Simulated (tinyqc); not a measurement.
Worked calculation: finite square well with mass mismatch (envelope functions). Values are carried at full precision from step to step, so a last printed digit may differ when a step is redone from the rounded ones.

A square well of width L and depth V0, mass mw inside and mb outside, energies from the bottom of the well, c = hbar^2/2m0. k = sqrt(mw E/c), kappa = sqrt(mb (V0 - E)/c). psi and psi'/m are continuous at the walls (BenDaniel-Duke), so level n solves k L + 2 atan[(k/mw)/(kappa/mb)] = n pi.

Constants: hbar^2/2m0 = 3.80998211 eV angstrom^2.

Inputs chosen for the exercise (near those of the heavy valleys of a Si film in SiO2; shifted at random, so the results belong to these values and not to a real crystal):
- L = 30 angstrom (well width)
- V0 = 3.072 eV (barrier height)
- mw = 0.941 m0 (mass in the well)
- mb = 0.523 m0 (mass in the barrier)
- alpha_w = 0.53 1/eV (non-parabolicity in the well)
- alpha_b = 0.16 1/eV (non-parabolicity in the barrier)

## How many levels are bound

At E = V0 the arctangent equals pi/2, so level n is bound if k0 L > (n - 1) pi with k0 = sqrt(mw V0/c). Compare with the infinitely deep well, E1(hard) = c (pi/L)^2/mw.

k0 = 0.87105 1/angstrom
k0 L/pi = 8.3179
number of bound levels = 9
E1(hard) = 0.0444 eV

The count does not depend on mb. One more level binds at L = 32.5 angstrom.

## The lowest level by bisection

f(E) = k L + 2 atan[(k/mw)/(kappa/mb)] - pi rises with E. Twelve halvings of [0, V0]: keep the half in which f changes sign.

Bisection:
```
step  low (eV)  high (eV)  midpoint (eV)        k    kappa        f
1      0.00000    3.07200        1.53600  0.61593  0.45918  16.6175
2      0.00000    1.53600        0.76800  0.43553  0.56238  10.7371
3      0.00000    0.76800        0.38400  0.30796  0.60744   6.6466
4      0.00000    0.38400        0.19200  0.21776  0.62876   3.7716
5      0.00000    0.19200        0.09600  0.15398  0.63915   1.7441
6      0.00000    0.09600        0.04800  0.10888  0.64429   0.3122
7      0.00000    0.04800        0.02400  0.07699  0.64684  -0.6998
8      0.02400    0.04800        0.03600  0.09429  0.64557  -0.1508
9      0.03600    0.04800        0.04200  0.10185  0.64493   0.0890
10     0.03600    0.04200        0.03900  0.09814  0.64525  -0.0286
11     0.03900    0.04200        0.04050  0.10001  0.64509   0.0307
12     0.03900    0.04050        0.03975  0.09908  0.64517   0.0012
```

After twelve halvings the bracket is V0/4096 = 0.750 meV wide.

## Bound levels

Solve the condition for each n (six at most). With A = cos(kL/2) for even and sin(kL/2) for odd levels, the probability in the barriers is Pb = (A^2/kappa)/(A^2/kappa + L/2 +/- sin(kL)/(2k)), + for even.

Levels:
```
n  parity  E (eV)  k (1/angstrom)  kappa (1/angstrom)      Pb
1    even  0.0397         0.09905             0.64517  0.0007
2     odd  0.1587         0.19796             0.63239  0.0029
3    even  0.3561         0.29658             0.61058  0.0070
4     odd  0.6309         0.39473             0.57888  0.0135
5    even  0.9806         0.49213             0.53581  0.0238
6     odd  1.4017         0.58837             0.47884  0.0404
```

The lowest level lies at 89 % of the infinite-well value and decays into the barrier over 1/kappa = 1.5 angstrom. Above about 0.5 eV (from level 4 on) a parabolic band is a rough model.

## Mass in the plane and density of states

To first order in the in-plane energy, 1/m_par = (1 - Pb)/mw + Pb/mb for each subband. Each adds a step D = m_par/(2 pi c) to the density of states per area (spin included, one valley); 1/angstrom^2 = 1e16/cm^2.

Subbands:
```
n  m_par (m0)  D (1e13/(eV cm^2))
1      0.9405              39.286
2      0.9388              39.217
3      0.9358              39.091
4      0.9309              38.889
5      0.9234              38.575
6      0.9116              38.080
```

The mass is taken as isotropic here; the valleys of Si are not, and in the plane they have mt, about 0.19 m0, so their real steps are about five times smaller.

## Levels with energy-dependent masses

Non-parabolic bands: mw is replaced by mw (1 + alpha_w E) and mb by mb (1 - alpha_b (V0 - E)), in k, kappa and the matching condition alike.

Solve the same condition with the energy-dependent masses, and list the shift from the parabolic levels that exist in both.

Levels:
```
n  E (eV)  mass inside  mass outside  shift (meV)
1  0.0402       0.9610        0.2693          0.5
2  0.1521       1.0169        0.2787         -6.5
3  0.3174       1.0993        0.2925        -38.8
4  0.5182       1.1994        0.3093       -112.7
5  0.7419       1.3110        0.3280       -238.7
6  0.9804       1.4300        0.3480       -421.2
```

Level 1 moves by +0.5 meV and level 6 by -421.2 meV. The lighter mass deep in the barrier hardens the wall for low levels; the heavier mass in the well wins higher up.

## Checks

- Lowest level by finite differences (200 cells across the well) against the matching condition, eV: both 0.0397.

tinyqc: `OMP_NUM_THREADS=1 python tinyqc.py 1250821 1250822 out.jsonl`; about 0.01 s, one thread, shared Intel(R) Xeon(R) Processor @ 2.30GHz.
